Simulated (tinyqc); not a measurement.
# Mass from the capacitance plateau

Question. Once one two-dimensional band is degenerate, Cq = q gv md m0 q/(pi hbar^2) and 1/C_G = 1/Cox + 1/Cq (no traps). Find Cq, md and the oxide-equivalent thickness 3.9 eps0/Cq that it adds.

Parameters, values chosen for the exercise: valley degeneracy gv = 2.

Constants: q = 1.602176634e-19 C, hbar = 1.054571817e-34 J s, m0 = 9.1093837015e-31 kg, eps0 = 8.8541878128e-14 F/cm where lengths are in cm. Results are converted to the units shown.

C_G on the plateau = 0.78155336 uF/cm^2
Cox = 0.80517770 uF/cm^2

Answer. Removing Cox from the series leaves Cq, which is proportional to gv md.

Cq = 26.6 uF/cm^2
md = 0.199 m0
added thickness = 0.130 nm

Numbers from tinyqc (`OMP_NUM_THREADS=1 python tinyqc.py 2200015 2200016 out.jsonl`; about 0.01 s on one thread of a shared Intel Xeon 2.30GHz).
